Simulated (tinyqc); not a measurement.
Ways to converge the cycle: SCF convergence aids in the 6-31g basis, for H2, spin multiplicity 1. Computed by the program tinyqc with PySCF. RHF with one setting changed at a time; a run stops when the energy changes by less than 1e-09 hartree and the error matrix is below 1e-5. The start is the Wolfsberg-Helmholz matrix. Damping d keeps d of the old density; a shift (hartree) raises the virtual levels; DIIS n extrapolates F over n matrices.

Geometry (angstrom):

| atom | x | y | z |
|---|---|---|---|
| H | 0.0000 | 0.0000 | 0.0000 |
| H | 0.0000 | 0.0000 | 1.1080 |

lowest restricted solution found by these runs and by PySCF = -1.074108 hartree

Largest element of the error matrix X^T (FDS - SDF) X:

| iteration | plain | damping 0.3 | damping 0.6 | shift 0.4 | DIIS 3 | DIIS 8 |
|---|---|---|---|---|---|---|
| 1 | 7.8e-02 | 7.8e-02 | 7.8e-02 | 7.8e-02 | 7.8e-02 | 7.8e-02 |
| 2 | 1.2e-02 | 3.2e-02 | 5.1e-02 | 2.6e-02 | 1.2e-02 | 1.2e-02 |
| 3 | 1.9e-03 | 1.3e-02 | 3.4e-02 | 8.9e-03 | 2.2e-06 | 2.2e-06 |
| 4 | 3.0e-04 | 5.3e-03 | 2.3e-02 | 3.0e-03 | 9.1e-07 | 9.1e-07 |
| 5 | 4.6e-05 | 2.2e-03 | 1.5e-02 | 1.0e-03 | - | - |
| 6 | 7.3e-06 | 8.9e-04 | 9.9e-03 | 3.4e-04 | - | - |
| 8 | - | 1.5e-04 | 4.3e-03 | 3.9e-05 | - | - |
| 10 | - | 2.5e-05 | 1.9e-03 | 4.5e-06 | - | - |
| 14 | - | 7.0e-07 | 3.7e-04 | - | - | - |
| 20 | - | - | 3.1e-05 | - | - | - |
| 30 | - | - | 5.1e-07 | - | - | - |

How each run ends:

| run | iterations | E (hartree) | state |
|---|---|---|---|
| plain | 7 | -1.07411 | lowest found |
| damping 0.3 | 16 | -1.07411 | lowest found |
| damping 0.6 | 33 | -1.07411 | lowest found |
| shift 0.4 | 10 | -1.07411 | lowest found |
| DIIS 3 | 4 | -1.07411 | lowest found |
| DIIS 8 | 4 | -1.07411 | lowest found |

What does the comparison show, and why?

6 of 6 runs reach the lowest restricted solution found, in 4 to 33 iterations (fastest: DIIS 3, DIIS 8). Plain steps already contract here, so damping only slows them. DIIS 3 and DIIS 8 gain by cancelling the error over several earlier matrices, much as a quasi-Newton step does.
